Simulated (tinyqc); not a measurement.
Inside a calculation: deep level as a short-range spherical well. Values are carried at full precision from step to step, so a last printed digit may differ when a step is redone from the rounded ones.

A spherical well of radius R and depth V0 below the conduction edge, one mass m, c = hbar^2/2m0. The s level at binding Et solves k cot(k R) = -kappa with k = sqrt(m (V0 - Et)/c), kappa = sqrt(m Et/c); it exists for V0 > Vc = c (pi/2R)^2/m. Outside, psi falls as exp(-kappa r)/r.

Constants: hbar^2/2m0 = 3.80998211 eV angstrom^2; fine-structure constant alpha = 0.007297352564; hc = 1239.841984 eV nm; kB = 8.617333262e-05 eV/K; hbar = 6.58211957e-16 eV s.

Inputs chosen for the exercise (near those of GaN; shifted at random, so the results belong to these values and not to a real crystal): R = 3.9 angstrom (radius of the well); V0 = 4.74 eV (depth of the well); m = 0.189 m0 (mass); n_r = 2.34 (refractive index); gv = 1 (valleys); sn = 0.13 x 1e-16 cm^2 (capture cross-section); T = 150 K (temperature).

## The bound level

Solve for Et; the share outside is [sin^2(kR)/(2 kappa)]/[sin^2(kR)/(2 kappa) + R/2 - sin(2kR)/(4k)].

Et = 0.3082 eV
k = 0.4689 1/angstrom
kappa = 0.1236 1/angstrom
share outside = 0.631
Vc = 3.270 eV

The well is 1.45 times the critical depth. Since dEt/dV0 equals the share inside, 0.37, a 1 % change of V0 moves Et by 5.7 %. The decay length is 8.1 angstrom, 2.1 times R.

## Peak of the photo-ionisation cross-section

Lucovsky model (delta well, plane-wave final states, no local-field factor): sigma = (32 pi alpha c/(3 n_r m Et)) (x - 1)^(3/2)/x^3, x = h nu/Et, c = hbar^2/2m0; 1 angstrom^2 = 1e-16 cm^2.

The maximum lies at x = 2. Give the photon energy, its wavelength and sigma there.

h nu = 0.616 eV
wavelength = 2012 nm
sigma = 85.4 x 1e-18 cm^2

With 63 % of the state outside the well the delta-well form is a fair model.

## Thermal emission

Thermal emission e = sn v Nc exp(-Et/kB T), v = sqrt(6 c kB T/m)/hbar, Nc = 2 gv (m kB T/(4 pi c))^(3/2), c = hbar^2/2m0, one mass for both, degeneracy ratio 1; 1 angstrom = 1e-8 cm.

Give v, Nc, e and 1/e.

v = 1.900 x 1e7 cm/s
Nc = 0.7290 x 1e18/cm^3
e = 0.00796 1/s
1/e = 126 s

## Checks

- Et from the radial equation on a grid against the matching condition, eV: both 0.31.

Run: tinyqc, `OMP_NUM_THREADS=1 python tinyqc.py 1252170 1252171 out.jsonl`; Intel(R) Xeon(R) Processor @ 2.30GHz, one thread, shared host; about 0.01 s of CPU time with all checks.
